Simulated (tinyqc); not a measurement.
Inside a calculation. Model: wafer bonding and layer transfer: bond energy, gap closing, particles, bonding of dissimilar wafers and hydrogen blisters. Computed by tinyqc, a small Python program that keeps every step. Command: `OMP_NUM_THREADS=1 python tinyqc.py 3003605 3003606 out.jsonl bond walk`. One thread of a shared host (Intel(R) Xeon(R) Processor @ 2.30GHz), about 0.01 s of CPU time with the checks. Intermediate numbers are printed to about 5 digits and carried at full precision; extremes and crossings named in words are read from the listed rows.

gamma is the energy per area of each of the two surfaces; plates are isotropic, and both wafers have E1 and t1.

Inputs (values chosen for the exercise, with wafer 1 close to silicon):
```
quantity,value,unit
Young's modulus E1,160,GPa
Poisson ratio nu,0.28,-
thickness t1,725,micrometre
blade thickness t_b,50,micrometre
crack length L,21.9,mm
particle radius h,0.043,micrometre
radius of a shallow gap R,0.56,mm
half height of the gap h_g,27,nm
implant depth d,1,micrometre
hydrogen dose,5.4,1e16/cm^2
share of the dose released as H2,0.074,-
surface energy of the weakened plane gamma_s,1.4,J/m^2
anneal temperature T,750,K
```

Pair: two equal wafers.

Constants: k_B = 1.380649e-23 J/K.

## Bond energy from the blade test

Two cantilevers opened by t_b: gamma = 3 t_b^2 E1 t1^3 E2 t2^3/(16 L^4 (E1 t1^3 + E2 t2^3)).

bond energy gamma = 0.062125 J/m^2

An error of 5 % in L changes gamma by about 20 %. This is the level of van der Waals or hydrogen bonds, as after contact at room temperature.

## Does a shallow gap close?

E' = E1/(1 - nu^2), equal wafers of thickness t1 assumed. A gap of radius R closes if h_g < h_c: h_c = R^2/sqrt((2/3) E' t1^3/gamma) for R > 2 t1 (plate bending), h_c = 3.6 sqrt(R gamma/E') for R < 2 t1 (local deformation).

closable height h_c = 50.961 nm

h_g/h_c = 0.52981

The gap closes.

## Void around a particle

E' = E1/(1 - nu^2), equal wafers assumed. Void radius in the plate regime: R_v = [(2/3) E' t1^3/gamma]^(1/4) h^(1/2). Below h_crit = 5 sqrt(t1 gamma/E') the wafers deform locally and R_v is of the order of h (taken as h).

critical particle radius = 0.080535 micrometre

void radius = 0.043 micrometre

The particle is small enough to be embedded.

## Blistering after hydrogen implantation

A flat crack of radius r under a layer of thickness d, as a clamped plate: centre height w = 3 p r^4/(16 E' d^3), volume pi r^2 w/3, energy release G = 3 p^2 r^4/(32 E' d^3), E' = E1/(1 - nu^2). It grows when G = 2 gamma_s. The gas comes from the area pi r^2: p V = (dose x share/2) pi r^2 k_B T, and G = p w/2 = (3/2) N k_B T with N the H2 molecules per area. Share needed: G = 2 gamma_s. The pressure and height at growth are given for r = 10 d.

energy release G = 0.31034 J/m^2

share of the dose needed = 0.66766

pressure at growth = 22.771 MPa

height at growth = 245.93 nm

The released gas does not suffice by this estimate. In this plate limit G depends on neither r nor d.

## Closable height against the size of the gap

The formulas are those given above.

Gap closing:
```
R (mm),regime,h_c (nm),slope h_c/R
1.00e-04,local,6.8100e-01,0.0068100
1.00e-03,local,2.1535e+00,0.0021535
1.00e-02,local,6.8100e+00,0.0006810
1.00e-01,local,2.1535e+01,0.0002154
5.00e-01,local,4.8154e+01,0.0000963
2.00e+00,plate,1.5012e+02,0.0000751
5.00e+00,plate,9.3826e+02,0.0001877
2.00e+01,plate,1.5012e+04,0.0007506
5.00e+01,plate,9.3826e+04,0.0018765
```

Roughness of 100 nm scale may be 0.68 nm in half height, waviness of radius 5 cm as much as 94 micrometre: h_c goes as R^(1/2) when the wafer deforms locally and as R^2 when it bends. The allowed slope is least near R = 2 t1, so defects about 4 t1 wide are the hardest to close; bow matters little.

Checks made by the program: gamma against the derivative of the beam energy (relative difference 2e-10).
